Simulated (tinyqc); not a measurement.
Worked calculation: Hubbard chain of 5 sites. One step of it, computed by the program tinyqc.

Question. Mean-field iteration 2. H(up) = T + U n(down), H(down) = T + U n(up); fill the lowest levels; n(new) = n + mixing (n(out) - n); E = tr T (rho up + rho down) + U sum n_up n_down of the output.

one-body matrix (hopping and site energies) (eV), order 1, 2, 3, 4, 5:
$$\begin{pmatrix}
-0.410000 & -0.720000 & 0.000000 & 0.000000 & 0.000000 \\
-0.720000 & 0.020000 & -0.720000 & 0.000000 & 0.000000 \\
0.000000 & -0.720000 & -0.810000 & -0.720000 & 0.000000 \\
0.000000 & 0.000000 & -0.720000 & -0.980000 & -0.720000 \\
0.000000 & 0.000000 & 0.000000 & -0.720000 & 0.160000
\end{pmatrix}$$

U = 3.500000 eV

electrons, up and down: [3, 2]

mixing = 1

n(up) after iteration 1: 1 0.814380, 2 0.302033, 3 0.836958, 4 0.686501, 5 0.360128

n(down) after iteration 1: 1 0.293106, 2 0.463374, 3 0.389929, 4 0.746276, 5 0.107315

Give: levels, up; levels, down; energy; n(up) after iteration 2; n(down) after iteration 2.

Answer.

levels, up (eV): [-0.2595, 0.2102, 0.5711, 2.0007, 2.4576]

levels, down (eV): [0.3135, 0.7277, 1.8321, 2.5864, 3.0204]

energy = -2.0293 eV

n(up) after iteration 2: 1 0.8415, 2 0.2559, 3 0.8001, 4 0.2498, 5 0.8527

n(down) after iteration 2: 1 0.1083, 2 0.7494, 3 0.2042, 4 0.5317, 5 0.4063
